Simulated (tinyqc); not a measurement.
Slope factor and drain-induced lowering from three currents.

Inverse problem. With source and body at 0 V, I = A exp((Vg + dd Vd)/(nf Vt)) (1 - exp(-Vd/Vt)). Find nf, the swing nf Vt ln 10 and dd.

Parameters, values chosen for the exercise: temperature T = 358 K.

Constants: q = 1.602176634e-19 C, kB = 1.380649e-23 J/K, Vt = kB T/q. Results are converted to the units shown.

currents at (Vg, Vd) = (0, 0.05), (0, 0.9) and (0.05, 0.9) V (nA/um): 0.10097396  2.6352244  7.5488762

Solution. The pair at equal Vd gives nf; the pair at equal Vg, after dividing out the factors 1 - exp(-Vd/Vt), gives dd.

nf = 1.540
swing = 109.4 mV/decade
dd = 0.1700

Computed by the program tinyqc: `OMP_NUM_THREADS=1 python tinyqc.py 2242036 2242037 out.jsonl`, one thread of a shared Intel Xeon 2.30GHz, about 0.03 s for the whole run.
